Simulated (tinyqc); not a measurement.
Pillar capacitor in an array: capacitance, non-linearity, leakage and relaxation: two steps of the calculation.

A film between two metal electrodes, each interface adding a series capacitance ci. The small-signal permittivity is ek (1 + aq E^2); the field is found with the linear permittivity. Leakage J = J0 sinh(E/Ef). After a voltage step the film passes a relaxation current kr C V tt^(-nr), tt being the time in seconds. The sidewall is a coaxial capacitor with radii a = dm/2 and b = dm/2 + t, depth AR dm; the end face is left out.

Parameters, values chosen for the exercise; permittivity of the order of that of titanium dioxide:
```
symbol    value       unit                                                             meaning
ek         82.9                                              relative permittivity of the film
t           5.7         nm                                                      film thickness
ci           50    uF/cm^2  capacitance of each electrode interface (dead layer and screening)
aq        0.011  cm^2/MV^2                     quadratic field coefficient of the permittivity
V           1.8          V                                                                bias
J0      2.1e-11     A/cm^2                                                   leakage prefactor
Ef         0.26      MV/cm                             field for an e-fold rise of the leakage
dm           59         nm                                              diameter of the pillar
AR           20                                              aspect ratio, depth over diameter
pt          130         nm                                           pitch of the square array
rho        1300    uohm cm                                  resistivity of the inner electrode
```

Constants: eps0 = 8.8541878128e-14 F/cm where lengths are in cm. Results are converted to the units shown.

Problem 1. Planar capacitance, field and non-linearity. Planar film: Cf = eps0 ek/t, 1/C = 1/Cf + 2/ci, EOT = 3.9 eps0/C, effective permittivity C t/eps0, E = (V/t) C/Cf; quadratic coefficient [C(V)/C - 1]/V^2 with Cf (1 + aq E^2) in C(V).

Wanted: Cf; C; EOT; effective permittivity; E; quadratic coefficient; J.

Solution 1.

Cf = 12.88 uF/cm^2
C = 8.499 uF/cm^2
EOT = 0.4063 nm
effective permittivity = 54.72
E = 2.084 MV/cm
quadratic coefficient = 9579 ppm/V^2
J = 3.182e-8 A/cm^2

The interfaces take 34.0 % of the voltage.

Problem 2. Cell capacitance, fields and time constant. Per length 1/c = ln(b/a)/(2 pi eps0 ek) + (1/a + 1/b)/(2 pi ci); cell capacitance c AR dm; per footprint over pt^2; fields c V/(2 pi eps0 ek r) at r = a and b; resistance of the inner electrode rho AR dm/(pi a^2); time constant R C/3 of the distributed line.

Find: a; b; cell capacitance; capacitance per footprint; field at a; field at b; R; R C/3.

Solution 2.

a = 29.50 nm
b = 35.20 nm
cell capacitance = 20.30 fF
capacitance per footprint = 120.1 uF/cm^2
field at a = 2.276 MV/cm
field at b = 1.907 MV/cm
R = 5.611 kohm
R C/3 = 37.96 ps

The array gives 14.1 times the planar capacitance per footprint; curvature makes the field at the inner electrode 1.09 times the planar value.

tinyqc, about 0.01 s, one thread, Intel Xeon 2.30GHz (shared host): `OMP_NUM_THREADS=1 python tinyqc.py 2102066 2102067 out.jsonl`
